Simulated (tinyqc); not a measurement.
Inside a calculation. Model: MOS capacitor on a p-type substrate, surface potential from the exact charge relation.

Program tinyqc, `OMP_NUM_THREADS=1 python tinyqc.py 2060061 2060062 out.jsonl`; Intel Xeon 2.30GHz, shared host, one thread, about 0.01 s. Printed values are rounded.

Uniform p-type substrate, Boltzmann statistics, full ionisation, classical densities. psi is the surface potential against the body (positive when the bands bend down) and u = psi/Vt. Traps are spread evenly over the gap and neutral at flat band, so their charge is -q Dit psi; the minority quasi-Fermi level is shifted by Vb.

Values chosen for this exercise; band and dielectric values those of a made-up semiconductor:
```
symbol    value         unit                                                                 meaning
T           325            K                                                             temperature
Eg         1.22           eV                                                                band gap
eps_r      14.8                                                                relative permittivity
Nc      2.81e19        cm^-3                                  conduction-band density of states at T
Nv      2.65e19        cm^-3                                     valence-band density of states at T
chi        3.92           eV                                                       electron affinity
N        2.5e15        cm^-3                                       acceptor density of the substrate
eox         3.9               relative permittivity of the gate insulator (close to silicon dioxide)
tox         8.2           nm                                                     insulator thickness
phiM       4.56           eV                                                      gate work function
Nf      -2.2e10        cm^-2                            fixed charge at the interface, in units of q
Dit      1.6e12  cm^-2 eV^-1                                              density of interface traps
Vb            0            V                    reverse bias of the inversion layer against the body
Vg         1.84            V                                           gate voltage against the body
```

Constants: q = 1.602176634e-19 C, kB = 1.380649e-23 J/K, Vt = kB T/q, eps0 = 8.8541878128e-14 F/cm where lengths are in cm. Results are converted to the units shown.

## Flat band, threshold and scales

ni = sqrt(Nc Nv) exp(-Eg/(2 Vt)), Eg in volts; phiF = Vt ln(N/ni); Cox = eps0 eox/tox; Vfb = phiM - chi - (Eg - Vt ln(Nv/N)) - q Nf/Cox; Q0 = sqrt(2 eps0 eps_r q N Vt); r = (ni/N)^2 exp(-Vb/Vt); VT = Vfb + [(2 phiF + Vb)(1 + q Dit/Cox) + sqrt(2 eps0 eps_r q N (2 phiF + Vb))/Cox].

ni = 9.47764e9 cm^-3
phiF = 0.349599 V
Cox = 0.421114 uF/cm^2
Vfb = -0.312050 V
Q0 = 5.42218 nC/cm^2
r = 1.43721e-11
VT = 0.877113 V

## Starting value

psi = Vg - Vfb, limited to the range from -4 Vt to +(2 phiF + Vb + 4 Vt).

psi at the start = 0.811224 V

## Iteration 1: Newton step for the surface potential

u = psi/Vt; F^2 = exp(-u) + u - 1 + r (exp(u) - u - 1); Qs = -sign(u) Q0 F; Cs = -dQs/dpsi = (Q0/Vt) |1 - exp(-u) + r (exp(u) - 1)|/(2 F). f = Vfb + psi + (q Dit psi - Qs)/Cox - Vg, f' = 1 + (Cs + q Dit)/Cox, psi(new) = psi - f/f'.

u = 28.9657
F = 9.08647
Qs = -49.2684 nC/cm^2
Cs = 0.592315 uF/cm^2
f = -0.730007 V
f' = 3.01528
psi after iteration 1 = 1.05333 V

## Iteration 2: Newton step for the surface potential

As before.

u = 37.6103
F = 556.875
Qs = -3019.47 nC/cm^2
Cs = 53.9008 uF/cm^2
f = 6.71268 V
f' = 129.604
psi after iteration 2 = 1.00153 V

## Course of the Newton iteration

Stop when the step is below 1e-10 V, or after 60 iterations.

Course of the iteration:

| iteration | psi before the step (V) | f (V) | step (V) |
|---|---|---|---|
| 1 | 0.811224 | -0.730 | 0.242 |
| 2 | 1.05333 | 6.71 | -0.0518 |
| 3 | 1.00153 | 2.30 | -0.0440 |
| 4 | 0.957532 | 0.687 | -0.0278 |
| 5 | 0.929741 | 0.136 | -8.72e-3 |
| 6 | 0.921022 | 9.12e-3 | -6.71e-4 |
| 7 | 0.920351 | 4.85e-5 | -3.60e-6 |
| 8 | 0.920348 | 1.39e-9 | -1.03e-10 |
| 9 | 0.920348 | < 1e-13 | 0 |

Converged in 9 iterations.

## Charges, field and capacitances at the solution

converged psi = 0.920348 V

u = psi/Vt; F^2 = exp(-u) + u - 1 + r (exp(u) - u - 1); Qs = -sign(u) Q0 F; Cs = -dQs/dpsi = (Q0/Vt) |1 - exp(-u) + r (exp(u) - 1)|/(2 F). Low frequency: 1/C_LF = 1/Cox + 1/(Cs + q Dit). High frequency, in the simple estimate in which traps and minority carriers do not follow: 1/C_HF = 1/Cox + 1/Cd, Cd being Cs with r = 0 at the same psi. Minority sheet density N_inv = (Q0/(2 q)) int_0^u r (exp(t) - 1)/F(t) dt for u > 0. Oxide field |Qs - q Dit psi + q Nf|/(eps0 eox).

Qs = -282.757 nC/cm^2
N_inv = 1.58435e12 cm^-2
oxide field = 1.51228 MV/cm
Cs = 4.99081 uF/cm^2
C_LF/Cox = 0.925707
C_HF/Cox = 0.0391304

The surface is in strong inversion (borders at |psi| = 0, phiF + Vb and 2 phiF + Vb = 0.699 V). Minority carriers make up 89.8 % of Qs.
